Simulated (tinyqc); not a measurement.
Inside a calculation. Model: carrier lifetime of an n-type layer with SRH, radiative, Auger and surface recombination.

Numbers from tinyqc (`OMP_NUM_THREADS=1 python tinyqc.py 2300038 2300039 out.jsonl`; about 0.01 s on one thread of a shared Intel Xeon 2.30GHz). Printed values are rounded.

Uniform excess density dn = dp (no trapping), n = n0 + dn, p = p0 + dn, Boltzmann statistics, full ionisation. Surfaces enter as a rate 2 S dn/d, which holds while diffusion to them is fast.

Parameters, values chosen for the exercise; band and dielectric values those of a made-up semiconductor:
```
symbol     value        unit                                      meaning
T            400           K                                  temperature
Eg          1.78          eV                                     band gap
Nc       1.32e18       cm^-3       conduction-band density of states at T
Nv       2.57e19       cm^-3          valence-band density of states at T
B       2.31e-10      cm^3/s                        radiative coefficient
N         1.1e17       cm^-3                                donor density
Cn       1.5e-30      cm^6/s            Auger coefficient (two electrons)
Cp       2.1e-31      cm^6/s                Auger coefficient (two holes)
Nt        1.1e11       cm^-3                                 trap density
sn         2e-15        cm^2          capture cross-section for electrons
sp         6e-14        cm^2              capture cross-section for holes
vth        1.3e7        cm/s             thermal velocity (both carriers)
Et          1.48          eV         trap level below the conduction band
S            700        cm/s  surface recombination velocity (both faces)
d             20          um                             sample thickness
G         1.8e23  cm^-3 s^-1                              generation rate
```

Constants: q = 1.602176634e-19 C, kB = 1.380649e-23 J/K, Vt = kB T/q. Results are converted to the units shown.

## Equilibrium densities and SRH constants

ni = sqrt(Nc Nv) exp(-Eg/(2 Vt)), Eg in volts; majority density N/2 + sqrt(N^2/4 + ni^2), n0 p0 = ni^2; n1 = Nc exp(-Et/Vt), p1 = Nv exp((Et - Eg)/Vt); tn0 = 1/(sn vth Nt), tp0 = 1/(sp vth Nt).

ni = 3.56244e7 cm^-3
n0 = 1.1e17 cm^-3
p0 = 0.0115372 cm^-3
n1 = 0.297437 cm^-3
p1 = 4.26677e15 cm^-3
tn0 = 3.49650e-4 s
tp0 = 1.16550e-5 s

## Starting value

dn = 1e17 cm^-3.

dn at the start = 1e17 cm^-3

## Iteration 1: new dn

With e = n p - ni^2 = dn (n0 + p0 + dn): U_SRH = e/(tp0 (n + n1) + tn0 (p + p1)), U_rad = B e, U_Aug = (Cn n + Cp p) e, U_s = 2 S dn/d. Newton step on ln U(ln dn) = ln G, U the sum: k = d ln U/d ln dn (central difference over factors 1.0001), dn(new) = dn (G/U)^(1/k).

U_SRH = 5.39784e20 cm^-3 s^-1
U_rad = 4.851e24 cm^-3 s^-1
U_Aug = 7.056e21 cm^-3 s^-1
U_s = 7e22 cm^-3 s^-1
k = 1.47005
dn after iteration 1 = 1.05239e16 cm^-3

## Iteration 2: new dn

As before.

U_SRH = 1.92873e20 cm^-3 s^-1
U_rad = 2.92997e23 cm^-3 s^-1
U_Aug = 2.32110e20 cm^-3 s^-1
U_s = 7.36676e21 cm^-3 s^-1
k = 1.08488
dn after iteration 2 = 6.55596e15 cm^-3

## Course of the iteration

Stop when the step is below 1e-10 of the value, or after 40 iterations.

Course of the iteration:
```
iteration  dn before the step (cm^-3)  step (cm^-3)
1                                1e17      -8.95e16
2                          1.05239e16      -3.97e15
3                          6.55596e15      -4.76e13
4                          6.50838e15       -8.47e9
5                          6.50837e15         < 1e4
```

Converged in 5 iterations.

## Lifetime, shares and quasi-Fermi splitting

converged dn = 6.50837e15 cm^-3

With e = n p - ni^2 = dn (n0 + p0 + dn): U_SRH = e/(tp0 (n + n1) + tn0 (p + p1)), U_rad = B e, U_Aug = (Cn n + Cp p) e, U_s = 2 S dn/d. tau = dn/U, shares of U, splitting Vt ln(n p/ni^2), radiative efficiency U_rad/U.

tau = 3.61576e-8 s
shares (%): SRH 0.0822, radiative 97.3126, Auger 0.0742, surface 2.5310
quasi-Fermi splitting = 1.41088 V

Radiative recombination takes the largest share. dn is 0.059 times the doping: low injection.
